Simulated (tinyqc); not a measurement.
Stretching all distances: RHF, UHF, MP2, CISD and CCSD against full CI in the 3-21g basis, for H2, spin multiplicity 1. Computed by the program tinyqc with PySCF. All coordinates are multiplied by the scale. c0^2 is the weight of the RHF determinant in the lowest singlet FCI state (UHF is spin-contaminated and may lie near states of higher spin) and n(LUMO) the first natural occupation beyond the occupied space.

Geometry (angstrom):
```
atom       x       y       z
H     0.0000  0.0000  0.0000
H     0.0000  0.0000  0.6740
```

Full CI energy (hartree) and errors against it (kcal/mol):
```
scale   distance 1-2 (angstrom)     E(FCI)      RHF      UHF      MP2    CISD    CCSD  <S^2> UHF    c0^2  n(LUMO)
0.9200                   0.6201  -1.132952  14.1635  14.1635   3.9944  0.0000  0.0000     0.0000  0.9891   0.0159
1.1700                   0.7886  -1.146974  16.2686  16.2686   5.1128  0.0000  0.0000     0.0000  0.9837   0.0281
1.4300                   0.9638  -1.128578  19.2431  19.2431   6.8754  0.0000  0.0000     0.0000  0.9741   0.0485
1.6800                   1.1323  -1.102578  23.2283  23.2283   9.3329  0.0000  0.0000     0.0000  0.9593   0.0788
1.9300                   1.3008  -1.076819  28.5118  26.0391  12.6266  0.0000  0.0000     0.2912  0.9373   0.1228
2.1900                   1.4761  -1.053346  35.4871  22.9481  16.9732  0.0000  0.0000     0.5773  0.9053   0.1861
2.4400                   1.6446  -1.035014  43.6005  17.8343  21.9721  0.0000  0.0000     0.7430  0.8656   0.2644
```

What does the comparison show, and why?

UHF parts from RHF first at scale 1.93 of those listed, where <S^2> leaves zero. The weight c0^2 goes from 0.99 to 0.87 and n(LUMO) from 0.02 to 0.26: static correlation grows as the bonds break into open-shell fragments. The spread of the error along the curve, which distorts its shape, is CISD 0.0, CCSD 0.0, UHF 11.9, MP2 18.0, RHF 29.4 kcal/mol. With two electrons CISD and CCSD are exact.
